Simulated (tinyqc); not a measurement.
The scattering mechanism: Boltzmann transport in a parabolic band with a power-law relaxation time.

F_j(eta) = (1/Gamma(j + 1)) integral_0^infinity x^j dx/(1 + exp(x - eta)), which tends to exp(eta) for eta << 0.

tau = tau0 x^r with x = E/kT. With K_j = Gamma(j + 1) F_j(eta): <tau> = tau0 (r + 3/2) K_(r+1/2)/((3/2) K_(1/2)); mu = <tau>/(mc m0/e), m0/e = 5.685630e-12 kg/C; Hall factor rH = (3/2) K_(1/2) (2r + 3/2) K_(2r+1/2)/((r + 3/2) K_(r+1/2))^2; Seebeck S = -(kB/e) [(r + 5/2) K_(r+3/2)/((r + 3/2) K_(r+1/2)) - eta]; Lorenz number L = (kB/e)^2 [(r + 7/2) K_(r+5/2)/((r + 3/2) K_(r+1/2)) - ((r + 5/2) K_(r+3/2)/((r + 3/2) K_(r+1/2)))^2]; kB/e in V/K. Valley anisotropy is left out of rH.

Constants: kB = 8.617333262e-05 eV/K.
eta = -3.49640

Same eta for each exponent.

Results:

| r | mechanism | <tau>/tau0 | rH | S (microvolt/K) | L (1e-8 W ohm/K^2) |
|---|---|---|---|---|---|
| -0.5 | acoustic phonons | 0.749 | 1.176 | -474.9 | 1.491 |
| 0.0 | a constant relaxation time | 1.000 | 1.000 | -517.9 | 1.859 |
| 0.5 | polar optical or piezoelectric scattering | 1.509 | 1.103 | -560.8 | 2.228 |
| 1.5 | ionised impurities | 4.544 | 1.924 | -646.6 | 2.968 |

What can be read from this table?

From r = -1/2 to 3/2 |S| grows by 171.7 microvolt/K, against 2 kB/e = 172.3 in the non-degenerate limit: scattering that favours fast electrons raises the mean energy carried. rH is 1 only for constant tau and reaches 1.924 for r = 3/2; L spans 1.491 to 2.968 against the metallic 2.443.

Program tinyqc; command `OMP_NUM_THREADS=1 python tinyqc.py 1650102 1650103 out.jsonl`; about 0.01 s on one thread of a shared Intel(R) Xeon(R) Processor @ 2.30GHz.
